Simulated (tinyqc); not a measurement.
Inside a calculation. Method: empirical pseudopotential in a few plane waves. Computed by tinyqc, a small Python program that keeps every step. Settings: plane-wave index or count = 15. Command: `OMP_NUM_THREADS=1 python tinyqc.py 25067 25068 out.jsonl` (the two numbers bound the seeds that draw the settings). One thread of a shared host (Intel(R) Xeon(R) Processor @ 2.60GHz), about 0.2 s of CPU time with the checks.

## Bloch Hamiltonian at G

Parameters chosen for this model: fcc lattice, atoms at +/- a/8 (1,1,1); form factors in rydberg at |G|^2 in units of (2 pi/a)^2:
```
parameter                 value      unit
a                      5.760000  angstrom
VS(3)                 -0.259000        Ry
VS(8)                  0.011000        Ry
VS(11)                 0.080000        Ry
VA(3)                         0        Ry
VA(4)                         0        Ry
VA(11)                        0        Ry
hbar^2/2m (2 pi/a)^2   4.533543        eV
```

k point G (2 pi / a): 0  0  0

Basis: the 15 shortest G (labels in 2 pi/a), the same at every k. H(G,G') = c |k + G|^2 delta + VS(|G-G'|^2) cos((G-G').tau) + i VA sin((G-G').tau), tau = a/8 (1,1,1); 1 Ry = 13.605693 eV.

H(k) at G (eV), lower triangle:
```
         +0+0+0   -1-1-1   -1-1+1   -1+1-1   -1+1+1   +1-1-1   +1-1+1   +1+1-1
+0+0+0   0.0000
-1-1-1   2.4918  13.6006
-1-1+1  -2.4918   0.0000  13.6006
-1+1-1  -2.4918   0.0000   0.1497  13.6006
-1+1+1  -2.4918  -0.1497   0.0000   0.0000  13.6006
+1-1-1  -2.4918   0.0000   0.1497   0.1497   0.0000  13.6006
+1-1+1  -2.4918  -0.1497   0.0000   0.0000   0.1497   0.0000  13.6006
+1+1-1  -2.4918  -0.1497   0.0000   0.0000   0.1497   0.0000   0.1497  13.6006
+1+1+1   2.4918   0.0000  -0.1497  -0.1497   0.0000  -0.1497   0.0000   0.0000
-2+0+0   0.0000  -2.4918  -2.4918  -2.4918   2.4918   0.7697  -0.7697  -0.7697
+0-2+0   0.0000  -2.4918  -2.4918   0.7697  -0.7697  -2.4918   2.4918  -0.7697
+0+0-2   0.0000  -2.4918   0.7697  -2.4918  -0.7697  -2.4918  -0.7697   2.4918
+0+0+2   0.0000  -0.7697   2.4918  -0.7697  -2.4918  -0.7697  -2.4918   0.7697
+0+2+0   0.0000  -0.7697  -0.7697   2.4918  -2.4918  -0.7697   0.7697  -2.4918
+2+0+0   0.0000  -0.7697  -0.7697  -0.7697   0.7697   2.4918  -2.4918  -2.4918

         +1+1+1   -2+0+0   +0-2+0   +0+0-2   +0+0+2   +0+2+0   +2+0+0
+1+1+1  13.6006
-2+0+0  -0.7697  18.1342
+0-2+0  -0.7697   0.1497  18.1342
+0+0-2  -0.7697   0.1497   0.1497  18.1342
+0+0+2  -2.4918  -0.1497  -0.1497   0.0000  18.1342
+0+2+0  -2.4918  -0.1497   0.0000  -0.1497   0.1497  18.1342
+2+0+0  -2.4918   0.0000  -0.1497  -0.1497   0.1497   0.1497  18.1342
```

## Levels at G

Diagonalise the Hermitian matrix.

eigenvalues (eV): -2.9260  8.8622  8.8622  8.8622  9.9826  13.4510  13.4510  13.4510  16.9756  17.8348  17.8348  22.7230  22.7230  22.7230  22.7999

## Bands along a path

The same steps at evenly spaced points between the labelled ones.

Bands along the path (eV), lowest eight:
```
k          band 1  band 2  band 3  band 4   band 5   band 6   band 7   band 8
L         -0.7457  2.4384  8.2855  8.2855  10.9644  14.7001  14.7001  17.9820
L-G 0.33  -1.7348  3.8944  8.2988  8.2988  11.1034  14.4748  14.4748  16.9633
L-G 0.67  -2.6132  6.4268  8.6266  8.6266  11.3976  13.9571  13.9571  14.0222
G         -2.9260  8.8622  8.8622  8.8622   9.9826  13.4510  13.4510  13.4510
G-X 0.33  -2.5058  6.2391  8.2545  8.2545  12.4848  12.5058  14.7363  14.7363
G-X 0.67  -1.2647  3.4793  7.5083  7.5083  11.6486  12.4774  17.4917  17.4917
X          0.7362  1.1614  7.4159  7.4159  11.4035  11.8793  20.9495  20.9495
```

With 4 band(s) filled, the highest filled level on these points lies at G and the lowest empty one at G: a gap of 1.1204 eV, direct. This holds for the small fixed basis; with all plane waves up to |k + G|^2 = 21 (2 pi/a)^2 the gap along the path is 2.19 eV.

## Convergence with the number of plane waves

Levels at G counted from the fourth one.

Levels (eV):
```
plane waves   level 1  level 5  level 8
9            -16.3770   0.0000   0.5987
15           -11.7882   1.1204   4.5888
27           -11.0010   1.9120   4.3518
51           -10.9545   2.1978   4.6298
59           -11.0235   2.2233   4.4266
65           -11.0496   2.2233   4.3863
89           -11.0136   2.2089   4.4152
```
